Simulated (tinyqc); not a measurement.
Four-point probe, van der Pauw, Hall and spreading-resistance readings of a semiconductor layer: one step, computed by the program tinyqc. Command: `OMP_NUM_THREADS=1 python tinyqc.py 3113766 3113767 out.jsonl probe walk`. One thread of a shared host (Intel(R) Xeon(R) Processor @ 2.30GHz), about 0.01 s of CPU time with the checks.

The layer is uniform and ohmic; contacts are points unless a radius is given.

Problem. Hall reading. V_H = r_H I B/(e n t); apparent density n/r_H; Hall mobility r_H mu; Hall angle tan = r_H mu B (SI).

Inputs (values chosen for the exercise, modelled on p-type silicon): carrier density n = 4.8e+15 1/cm^3; drift mobility mu = 387 cm^2/(V s); layer thickness t = 2800 micrometre; current I = 0.05 mA; magnetic field B = 0.48 T; Hall factor r_H = 0.94.

Backing of the layer: insulating.

Constants: e = 1.602176634e-19 C.

Give: Hall voltage; apparent density; Hall mobility; tangent of the Hall angle.

Solution.

Hall voltage = 0.010477 mV

apparent density = 5.1064e+15 1/cm^3

Hall mobility = 363.78 cm^2/(V s)

tangent of the Hall angle = 0.017461
